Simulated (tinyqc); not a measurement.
## Magnetoresistance against angle

Conductance G = G0 (1 + P1 P2 cos(phi)) at low bias, phi the angle between the magnetisations, normalised to Rp = RA/area at phi = 0.

Inputs (values chosen for the exercise): diameter Dm = 56 nm; spin polarisation of the reference layer P1 = 0.65; spin polarisation of the free layer P2 = 0.69; resistance-area product, parallel state RA = 13 ohm um^2.

Result of one run:
```
R (kohm)  R/Rp - 1 (%)  share of the full TMR (%)
13.21            150.4                      92.45
```

Which angle phi gave this result: 0, 70, 110, 135 or 160 degree?

phi = 160 degree.

The whole series:
```
phi (degree)  R (kohm)  R/Rp - 1 (%)  share of the full TMR (%)
0                5.278             0                          0
20               5.379         1.903                      1.170
45               5.805         9.973                      6.132
70               6.629         25.59                      15.73
90               7.645         44.85                      27.57
110              9.031         71.10                      43.71
135              11.20         112.1                      68.94
160              13.21         150.4                      92.45
180              13.86         162.6                      100.0
```

R rises from 5.28 to 13.9 kohm, TMR0 = 163 %. It is the conductance that follows cos(phi), so at 90 degrees R has covered only (1 - P1 P2)/2 = 27.6 % of its range.

tinyqc, about 0.01 s, one thread, Intel Xeon 2.30GHz (shared host): `OMP_NUM_THREADS=1 python tinyqc.py 2450135 2450136 out.jsonl`
